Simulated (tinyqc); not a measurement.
# Planar metal-insulator-metal capacitor: capacitance, non-linearity, leakage and relaxation: two studies

A film between two metal electrodes, each interface adding a series capacitance ci. The small-signal permittivity is ek (1 + aq E^2); the field is found with the linear permittivity. Leakage J = J0 sinh(E/Ef). After a voltage step the film passes a relaxation current kr C V tt^(-nr), tt being the time in seconds.

Inputs (values chosen for the exercise); permittivity of the order of that of hafnium oxide:
- ek = 21.4 (relative permittivity of the film)
- t = 25 nm (film thickness)
- ci = 1000 uF/cm^2 (capacitance of each electrode interface (dead layer and screening))
- aq = 0.006 cm^2/MV^2 (quadratic field coefficient of the permittivity)
- V = 0.7 V (bias)
- nr = 0.948 (exponent of the relaxation current)
- kr = 0.00048 (strength of the relaxation)
- J0 = 5.6e-11 A/cm^2 (leakage prefactor)
- Ef = 0.21 MV/cm (field for an e-fold rise of the leakage)
- t0 = 2e-8 s (duration of the write pulse)

Constants: eps0 = 8.8541878128e-14 F/cm where lengths are in cm. Results are converted to the units shown.

Each table varies one quantity; the others keep the values above.

## Capacitance, non-linearity and leakage against thickness

Planar film: Cf = eps0 ek/t, 1/C = 1/Cf + 2/ci, EOT = 3.9 eps0/C, effective permittivity C t/eps0, E = (V/t) C/Cf; quadratic coefficient [C(V)/C - 1]/V^2 with Cf (1 + aq E^2) in C(V).

Results:

| t (nm) | C (uF/cm^2) | EOT (nm) | effective permittivity | E (MV/cm) | quadratic coefficient (ppm/V^2) | J (A/cm^2) |
|---|---|---|---|---|---|---|
| 2.5 | 7.4660 | 0.46251 | 21.080 | 2.7582 | 91701 | 1.4167e-5 |
| 3.7 | 5.0692 | 0.68121 | 21.183 | 1.8727 | 42499 | 2.0896e-7 |
| 5.5 | 3.4215 | 1.0092 | 21.254 | 1.2640 | 19429 | 1.1514e-8 |
| 8.2 | 2.3001 | 1.5013 | 21.302 | 0.84973 | 8800.5 | 1.6008e-9 |
| 12 | 1.5740 | 2.1938 | 21.333 | 0.58150 | 4127.4 | 4.4465e-10 |
| 18 | 1.0505 | 3.2873 | 21.355 | 0.38807 | 1840.2 | 1.7330e-10 |
| 40 | 0.47325 | 7.2966 | 21.380 | 0.17483 | 373.94 | 5.2198e-11 |
| 60 | 0.31560 | 10.941 | 21.386 | 0.11659 | 166.35 | 3.2714e-11 |

Estimate the missing row, t = 27 nm.

Computed row:

| t (nm) | C (uF/cm^2) | EOT (nm) | effective permittivity | E (MV/cm) | quadratic coefficient (ppm/V^2) | J (A/cm^2) |
|---|---|---|---|---|---|---|
| 27 | 0.70079 | 4.9275 | 21.370 | 0.25890 | 819.59 | 8.7906e-11 |

With this row back in the table: C falls from 7.47 to 0.316 uF/cm^2 while the effective permittivity goes from 21.1 to 21.4 (ek = 21.4). EOT is a straight line in t with slope 3.9/ek = 0.182 and intercept 0.00691 nm. The quadratic coefficient goes as t^(-1.96) between the first two rows and t^(-2.00) between the last two (-2 without interfaces), and J falls by 5.64 decades. For t = 2.5, 3.7 direct tunnelling, left out, would add to the leakage.

## Charge lost after writing

Planar film: Cf = eps0 ek/t, 1/C = 1/Cf + 2/ci, EOT = 3.9 eps0/C, effective permittivity C t/eps0, E = (V/t) C/Cf. A capacitor written for t0 and then left open loses, as a share of C V, kr (tt^(1 - nr) - t0^(1 - nr))/(1 - nr) by relaxation and J tt/(C V) by leakage; both are taken as small, and rows far outside that range are left out.

The same in every row: leakage current (nA/cm^2) = 0.09861.

Charge lost after writing:

| tt (s) | relaxation current (nA/cm^2) | loss by relaxation (%) | loss by leakage (%) | total loss (%) |
|---|---|---|---|---|
| 1e-6 | 1.240e5 | 0.08284 | 1.862e-8 | 0.08284 |
| 1e-5 | 1.397e4 | 0.1401 | 1.862e-7 | 0.1401 |
| 0.0001 | 1575 | 0.2046 | 1.862e-6 | 0.2046 |
| 0.001 | 177.5 | 0.2773 | 1.862e-5 | 0.2774 |
| 0.01 | 20.01 | 0.3593 | 1.862e-4 | 0.3595 |
| 0.1 | 2.256 | 0.4517 | 0.001862 | 0.4536 |
| 1 | 0.2543 | 0.5559 | 0.01862 | 0.5745 |
| 10 | 0.02866 | 0.6733 | 0.1862 | 0.8595 |
| 100 | 0.003231 | 0.8056 | 1.862 | 2.667 |
| 1000 | 3.642e-4 | 0.9548 | 18.62 | 19.57 |

What does the table show?

The two currents are equal at tt = 2.72 s. The loss by relaxation grows from 0.0828 to 0.955 %, by 0.0572 points over the first decade and 0.149 over the last, while the loss by leakage grows tenfold a decade. Leakage is the larger loss for tt = 100, 1000 s. For tt = 1000 the falling voltage would already cut the leakage, so the linear estimate overstates the loss.

Computed by the program tinyqc: `OMP_NUM_THREADS=1 python tinyqc.py 2102164 2102165 out.jsonl`, one thread of a shared Intel Xeon 2.30GHz, about 0.01 s for the whole run.
